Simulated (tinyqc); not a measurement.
# Energy and delay of logic against supply voltage: optimum supplies against the temperature

One expression serves below and above threshold: I(Vg) = Ik [ln(1 + exp((Vg - VT + dd V)/(al nf Vt)))]^al, with I_on = I(V) and I_off = I(0). Gate delay td = kd C V/I_on, clock period LD td. Per gate and cycle the switching energy is act C V^2 and the leakage energy I_off V LD td. No short-circuit current, no variation. Minima are sought above 0.09 V; below a few Vt gates no longer switch and the model has no meaning.

V_min minimises the energy and V_EDP the product of energy and td. VT, Ik and nf are held fixed.

Parameters, values chosen for the exercise; values of the order met in logic technologies: threshold voltage at zero drain bias VT = 0.24 V; slope factor nf = 1.14; barrier lowering per volt of supply dd = 0.03; specific current of a gate Ik = 1 uA; exponent of the current law al = 1.29; load capacitance of a gate C = 0.54 fF; delay factor kd = 0.9; logic depth LD = 40; activity factor act = 0.05.

Constants: q = 1.602176634e-19 C, kB = 1.380649e-23 J/K, Vt = kB T/q. Results are converted to the units shown.

Optimum supplies against the temperature:
```
T (K)	V_min (V)	energy at V_min (aJ)	leakage share (%)	clock at V_min (MHz)	V_EDP (V)	clock at V_EDP (GHz)
220	0.1644	1.004	27.34	11.31	0.4087	1.406
250	0.1866	1.327	29.13	34.56	0.4094	1.197
280	0.2088	1.736	32.21	76.09	0.4124	1.049
310	0.2309	2.269	36.53	132.0	0.4194	0.9516
340	0.2531	2.971	41.78	193.3	0.4322	0.8933
370	0.2751	3.896	47.53	251.8	0.4509	0.8619
400	0.2968	5.104	53.39	302.1	0.4745	0.8454
```

As T goes from 220 to 400, V_min rises from 0.164 to 0.297 V, the energy there rises from 1.00 to 5.10 aJ, the clock there rises from 11.3 to 302 MHz and V_EDP rises from 0.409 to 0.475 V.

Numbers from tinyqc (`OMP_NUM_THREADS=1 python tinyqc.py 2082122 2082123 out.jsonl`; about 0.01 s on one thread of a shared Intel Xeon 2.30GHz).
